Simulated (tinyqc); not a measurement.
Square-lattice Ising model by mean field, Bethe lattice, transfer matrix, exact enumeration and Monte Carlo steps: one step, computed by the program tinyqc.

H = -J sum over nearest pairs s_i s_j, s = +-1, no field, periodic boundaries; energies per site are in J. As a lattice gas or an alloy, s marks which species holds the site.

Question. Reduced coupling. K = J/(k_B T). Onsager: k_B T_c/J = 2/ln(1 + sqrt 2); mean field: 4; Bethe lattice with z = 4: 2/ln 2.

Inputs (values chosen for the exercise, for a model lattice): coupling J = 5.05 meV; temperature T = 83.5 K.

Constants: k_B = 8.617333262e-05 eV/K.

Give: K; critical temperatures.

Answer.

K = 0.70183

critical temperatures (K): exact 132.98, Bethe 169.09, mean field 234.41

T lies below all three.
